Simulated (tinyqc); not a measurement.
Leakage through a gate insulator: direct, Fowler-Nordheim, trap-assisted and Poole-Frenkel currents: one step, computed by the program tinyqc.

Electrons enter from the cathode Fermi level at x = 0; the conduction band of the insulator lies phi_b - e F x above it, F = V/t. WKB exponents use a parabolic band with mass m.

Problem. Poole-Frenkel bound. Poole-Frenkel emission over the lowered barrier of a charged trap: lowering sqrt(e F/(pi eps_opt eps_0)); J_PF = e N_t^(2/3) nu_0 exp(-(phi_t - lowering)/k_B T), one sheet of traps emitting with supply unlimited (an upper bound).

Inputs (values chosen for the exercise, with an insulator like SiO2):

| quantity | value | unit |
|---|---|---|
| thickness t | 1.7 | nm |
| optical constant eps_opt | 2.14 | - |
| voltage across the insulator V | 0.85 | V |
| trap depth phi_t | 1.8 | eV |
| trap density N_t | 3.8e+17 | cm^-3 |
| attempt rate nu_0 | 4e+12 | 1/s |
| temperature T | 250 | K |

Constants: e = 1.602176634e-19 C; eps_0 = 8.8541878128e-12 F/m; k_B = 8.617333262e-05 eV/K.

Give: barrier lowering; Poole-Frenkel bound J_PF.

Solution.

barrier lowering = 1.1601 eV

Poole-Frenkel bound J_PF = 4.2286e-08 A/cm^2

Caution: the film is too thin for the Poole-Frenkel picture (the lowering is a large part of the whole drop, or the traps are further apart than the film is thick), so J_PF is only nominal.
